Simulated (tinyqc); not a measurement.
Composition and strain of an epitaxial Si(1-x)Ge(x) layer from Raman and X-ray peaks: one step, computed by the program tinyqc.

A (001) layer, biaxially strained in the plane. The Raman peaks follow empirical lines omega = w0 + c1 x + c3 x^3 + b eps (c3 for Si-Ge alone), with eps the in-plane strain.

Question. Raman peaks. Insert x and eps in the three lines; the strain part is b eps.

Inputs (values chosen for the exercise, modelled on silicon-germanium):
```
quantity,value,unit
Ge fraction x,0.9,-
Si-Si: w0,521.1,1/cm
Si-Si: c1,-64.5,1/cm
Si-Si: strain coefficient b,-696,1/cm
Si-Ge: w0,400,1/cm
Si-Ge: c1,24.4,1/cm
Si-Ge: c3,-32,1/cm
Si-Ge: strain coefficient b,-564,1/cm
Ge-Ge: w0,280.5,1/cm
Ge-Ge: c1,18.9,1/cm
Ge-Ge: strain coefficient b,-479,1/cm
```

Substrate: germanium.

in-plane strain eps = 0.3543373 per mille

Give: Si-Si peak; Si-Ge peak; Ge-Ge peak; strain parts.

Answer.

Si-Si peak = 462.80 1/cm

Si-Ge peak = 398.43 1/cm

Ge-Ge peak = 297.34 1/cm

strain parts (1/cm): Si-Si -0.24662, Si-Ge -0.19985, Ge-Ge -0.16973

Read as unstrained, the Si-Si peak would give x = 0.904 in place of 0.9. Caution: near either end one of the like-atom peaks is weak, since its intensity follows the number of such bonds.
